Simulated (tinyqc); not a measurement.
# Inverter chain driving a load

N inverters, each f = Hc^(1/N) times larger than the one before: delay tau N (f + pp). Switched capacitance in units of the first input, with output capacitance pp times the input: Hc + (1 + pp)(Hc - 1)/(f - 1).

Inputs (values chosen for the exercise): load over the input capacitance of the chain Hc = 3300; parasitic delay of an inverter pp = 0; delay unit tau = 4.3 ps.

Inverter chain driving a load:
```
N       f  delay (ps)  switched capacitance
5   5.055       108.7                  4114
6   3.859       99.55                  4454
7   3.182       95.77                  4812
8   2.753       94.70                  5182
9   2.460       95.20                  5559
10  2.248       96.68                  5943
11  2.089       98.79                  6330
12  1.964       101.4                  6721
```

What does the table show?

The delay goes from 109 through a minimum of 94.7 (at N = 8 among the rows listed) to 101 ps. The best stage effort solves pp + rho (1 - ln rho) = 0, rho = 2.72, which gives N = ln Hc/ln rho = 8.10. One stage fewer than the best costs 1.1 % in delay and saves 7.1 % of the switched capacitance.

Numbers from tinyqc (`OMP_NUM_THREADS=1 python tinyqc.py 2082085 2082086 out.jsonl`; about 0.01 s on one thread of a shared Intel Xeon 2.30GHz).
